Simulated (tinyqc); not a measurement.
From one set of inputs to another, one input at a time: lateral field, substrate current, probability of reaching the oxide barrier and hot-carrier lifetime of a silicon transistor (pseudo-two-dimensional and lucky-electron models). Computed by tinyqc, a small Python program. Command: `OMP_NUM_THREADS=1 python tinyqc.py 3018507 3018508 out.jsonl hotcar ladder`. One thread of a shared host (Intel(R) Xeon(R) Processor @ 2.30GHz), about 0.01 s of CPU time with the checks.

Local-field models: a lucky carrier gains its energy at the peak field over a path free of collisions. Voltages are magnitudes.

The inputs printed are set A. Set A is modelled on a silicon n-channel; the values taken over come from a set modelled on a silicon p-channel. Inputs not listed in the table keep their values of set A, so the rows need not describe a real material.

Inputs (values chosen for the exercise, modelled on a silicon n-channel):
```
quantity                             value                      unit
channel length L                      1900                        nm
oxide thickness t                       50                        nm
junction depth x_j                     630                        nm
mobility mu                            390                cm^2/(V s)
saturation velocity v_s               0.91                  1e7 cm/s
threshold voltage V_T                 0.74                         V
gate voltage V_G                         5                         V
drain voltage V_D                      9.3                         V
ionisation prefactor A_i           1.8e+06                      1/cm
ionisation field B_i                  1.74                     MV/cm
hot-carrier mean free path lambda      8.7                        nm
oxide barrier phi_b                    3.1                        eV
interface-trap threshold phi_it        3.8                        eV
lifetime constant H                    100  s microampere/micrometre
```

Drain: abrupt.

Constants: eps_0 = 8.8541878128e-12 F/m.

Method:
- C_ox = 3.9 eps_0/t; F_sat = 2 v_s/mu; V_Dsat = V_ov F_sat L/(V_ov + F_sat L), V_ov = V_G - V_T; I_D/W = C_ox v_s (V_ov - V_Dsat).
- Scale length l = 0.22 t^(1/3) x_j^(1/2) (all in cm); F_m = sqrt(((V_D - V_Dsat)/l_e)^2 + F_sat^2), with l_e = l; length of the velocity-saturated region l_e ln((V_D - V_Dsat)/(l_e F_sat) + F_m/F_sat).
- Substrate current I_sub/I_D = (A_i/B_i)(V_D - V_Dsat) exp(-B_i/F_m); probability of reaching the oxide barrier exp(-phi_b/(e lambda F_m)); lifetime tau = (H/(I_D/W)) exp(phi_it/(e lambda F_m)).
- V_10 solves tau = 3.156e8 s at the given V_G. The extrapolation fits ln(tau) against 1/V_D at 1, 1.08, 1.16 and 1.25 times the given V_D (rounded to 3 digits) by least squares and reads off the same tau.

Each row keeps all changes above it:
```
input moved                             from    to  lifetime tau (s)  drain current I_D/W (microampere/micrometre)  ten-year drain voltage V_10 (V)
set A                                      -     -         4.783e+08                                          86.9                            9.444
oxide thickness t (nm)                    50    26         5.800e+06                                         167.1                            7.978
gate voltage V_G (V)                       5   5.2         6.703e+06                                         180.4                            8.048
junction depth x_j (nm)                  630   210         7.497e+03                                         180.4                            5.900
channel length L (nm)                   1900  1100         2.445e+03                                         250.6                            5.270
mobility mu (cm^2/(V s))                 390   140         1.428e+04                                         128.1                            5.867
hot-carrier mean free path lambda (nm)   8.7   5.2         1.056e+07                                         128.1                            8.183
ionisation field B_i (MV/cm)            1.74   3.7         1.056e+07                                         128.1                            8.183
```

Lifetime tau goes from 4.78e8 to 1.06e7, a factor 0.0221 in all. The largest single move comes from junction depth x_j (a factor 0.00112), and hot-carrier mean free path lambda works against it (a factor 740). Drain current I_D/W goes from 86.9 to 128, a factor 1.47 in all. The largest single move comes from mobility mu (a factor 0.511), but it runs against the net change; the largest move in the direction of the net change is oxide thickness t (a factor 1.92). Ten-year drain voltage V_10 goes from 9.44 to 8.18, a factor 0.867 in all. The largest single move comes from hot-carrier mean free path lambda (a factor 1.39), but it runs against the net change; the largest move in the direction of the net change is junction depth x_j (a factor 0.733). The single moves hold for this order of the switches; the total does not depend on the order.

Caution (rows junction depth x_j, channel length L, mobility mu, hot-carrier mean free path lambda): multiplication above 10 % feeds back on the field and the source barrier (snapback), which the model leaves out.

Extremes, crossings and ranges named in words are read from the listed rows.
